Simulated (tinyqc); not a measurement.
Do the excited 1s states matter for ionisation? Model: valley-orbit splitting of a donor ground state, with strain. Computed by tinyqc, a small Python program. Command: `OMP_NUM_THREADS=1 python tinyqc.py 3029445 3029446 out.jsonl valleyorbit walk`. One thread of a shared host (Intel(R) Xeon(R) Processor @ 2.30GHz), about 0.01 s of CPU time with the checks.

The basis is the 1s envelope in each valley; energies are counted from the unstrained conduction-band edge. The strain is e_s (a a^T - 1/3) for the unit stress axis a, so valley j along n_j moves by Xi_u e_s w_j with w_j = (n_j.a)^2 - 1/3: +1/6 for x and y, -1/3 for z. The splitting at the zone boundary that a [110] shear adds for <100> valleys is left out.

Inputs (values chosen for the exercise, modelled on donors in silicon): single-valley binding energy E_0 = 30.3 meV; central-cell shift Lambda = 3.6 meV; coupling Delta_1 = 2.65 meV; coupling Delta_2 = 2.11 meV; shear deformation potential Xi_u = 8.54 eV; donor density N_D = 4.7e+17 cm^-3; density-of-states mass of one valley m_e = 0.335 m_0.

Valleys: six along <100>. Stress axis: [110].

Constants: k_B = 8.617333262e-05 eV/K; m_0 = 9.1093837015e-31 kg; k_B = 1.380649e-23 J/K; h = 6.62607015e-34 J s.

Method:
- By symmetry: E(A1) = E_0 + Lambda + 4 Delta_1 + Delta_2 (one state), E(T2) = E_0 + Lambda - Delta_2 (three), E(E) = E_0 + Lambda - 2 Delta_1 + Delta_2 (two), as binding energies.
- H_jj = -(E_0 + Lambda) + Xi_u e_s w_j; H_jk = -Delta_2 between opposite valleys and -Delta_1 between perpendicular ones.
- z = sum over levels of exp(-(E - E_ground)/k_B T), the ground-state share being 1/z; N_c = 2 (2 pi m_e k_B T/h^2)^(3/2) sum_j exp(-(shift_j - lowest shift)/k_B T); n1 = N_c/(2 z) exp(-binding/k_B T), binding = lowest shift - E_ground; without compensation n = 2 N_D/(1 + sqrt(1 + 4 N_D/n1)) (Boltzmann statistics; p and higher states left out).
- No strain here. The last two columns set z = 1, with the A1 depth, or use one level at E_0 with z equal to the number of valleys.

E(A1) = 46.61 meV

Ionised share:
```
T (K)       z  all 1s states  ground state alone  no splitting
27     1.0073     4.0748e-05          4.0896e-05    5.5551e-04
45     1.0988     3.1402e-03          3.2915e-03    1.0964e-02
68     1.3718     2.8865e-02          3.3724e-02    5.4763e-02
98     1.8231     1.0672e-01          1.4128e-01    1.5067e-01
140    2.4136     2.5355e-01          3.6369e-01    3.0504e-01
220    3.2374     5.0507e-01          7.0345e-01    5.4620e-01
360    4.0585     7.4926e-01          9.0906e-01    7.6912e-01
```

What does the comparison show, and why?

z grows from 1.007 to 4.06 of at most 6. Leaving out the excited states overstates the ionised share by up to 43.4 % (at 140 K); ignoring the splitting misses by a factor 13.6 at the lowest T and 1.03 at the highest.

Extremes, crossings and ranges named in words are read from the listed rows.
